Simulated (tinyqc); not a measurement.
Ways to reach the isolated limit: finite-size error of a charged defect in a periodic cell: Madelung and Makov-Payne terms. Computed by tinyqc, a small Python program. Command: `OMP_NUM_THREADS=1 python tinyqc.py 3016861 3016862 out.jsonl imagecharge walk`. One thread of a shared host (Intel(R) Xeon(R) Processor @ 2.30GHz), about 0.04 s of CPU time with the checks.

L is the cube root of the cell volume. The defect charge is a Gaussian, rho(r) = q (2 pi sigma^2)^(-3/2) exp(-r^2/2 sigma^2), repeated periodically in a uniform neutralising background and screened by a continuum. The model cell energy is E(L) = E_0 + [periodic - isolated electrostatic energy].

Inputs (values chosen for the exercise, for a model host):
```
quantity                                     value      unit
charge q                                         3         e
cell length L                                 17.1  angstrom
dielectric constant eps                       12.4         -
axis ratio c/a                                1.14         -
width sigma of the defect charge               1.4  angstrom
formation energy of the isolated defect E_0   5.16        eV
```

Supercell lattice: hexagonal. Screening: isotropic.

scatter added to the six cells, standing for numerical noise (meV): -2.5  -5  2  -3.4  8.7  2.8

Constants: e^2/(4 pi eps_0) = 14.39964548 eV angstrom.

Method:
- Cell vectors: (1,0,0), (-1/2,sqrt(3)/2,0), (0,0,c/a), scaled to volume L^3.
- Ewald sum for a unit point charge: scale each Cartesian component of the cell by 1/sqrt(eps_i), giving R', G' and V'; E = [ (1/2) sum erfc(eta R')/R' + (2 pi/V') sum exp(-G'^2/4 eta^2)/G'^2 - eta/sqrt(pi) - pi/(2 V' eta^2) ] e^2/(4 pi eps_0) / sqrt(eps_x eps_y eps_z), over n_i = -6..6, omitting n = (0,0,0), eta = 2/V'^(1/3). alpha = -2 E eps_g L/(e^2/(4 pi eps_0)), eps_g = (eps_x eps_y eps_z)^(1/3).
- Periodic energy of the Gaussian: (2 pi q^2/V) sum_(G != 0) exp(-sigma^2 G^2)/(G.eps.G) x e^2/(4 pi eps_0), n_i = -k..k with k = max(9, L/sigma rounded up). Isolated energy: q^2/(2 sqrt(pi) sigma) <1/(n.eps.n)> e^2/(4 pi eps_0), the mean over directions n, here 1/eps.
- Cells of the same shape with L scaled by 0.7, 0.85, 1, 1.25, 1.5 and 2; the scatter is added to E(L).
- The point-charge correction scales as 1/L from its value at the input L.
- Least-squares fits of E(L) to a + b/L, a + c/L^3 or a + b/L + c/L^3; the estimate is a, and errors are against E_0.

Scaling data:
```
L (angstrom)  1/L (1/angstrom)  E(L) (eV)  E(L) + point-charge correction (eV)
11.970               0.0835422    4.00153                              5.23255
14.535               0.0687994    4.18313                              5.19691
17.100               0.0584795    4.32603                              5.18774
21.375               0.0467836    4.48041                              5.16978
25.650               0.0389864    4.60185                              5.17633
34.200               0.0292398    4.73516                              5.16602
```

point-charge correction -q^2 E = 0.861714 eV

nearest image = 17.1732 angstrom

Estimates of E_0:
```
way                              estimate (eV)  error (meV)
largest cell, uncorrected               4.7352      -424.84
largest cell, point-charge term         5.1660         6.02
1/L fit, three smallest                 5.0771       -82.92
1/L fit, all six                        5.1259       -34.10
1/L^3 fit, all six                      4.6554      -504.61
1/L and 1/L^3, three smallest           5.2838       123.84
1/L and 1/L^3, all six                  5.1731        13.07
corrected data, 1/L^3 fit               5.1634         3.37
```

coefficient b of the full fit = -15.016 eV angstrom

Best here: corrected data, 1/L^3 fit (+3.4 meV); worst: 1/L^3 fit, all six (-505 meV). The fitted b is 101.9 % of the Madelung value -q^2 alpha e^2/(8 pi eps_0 eps_g), so such a fit also measures the screening. The three-term fit to three small cells has no spare point and magnifies the scatter. A pure 1/L fit lands below E_0, because the positive 1/L^3 term flattens the small-cell points.

Extremes, crossings and ranges named in words are read from the listed rows.
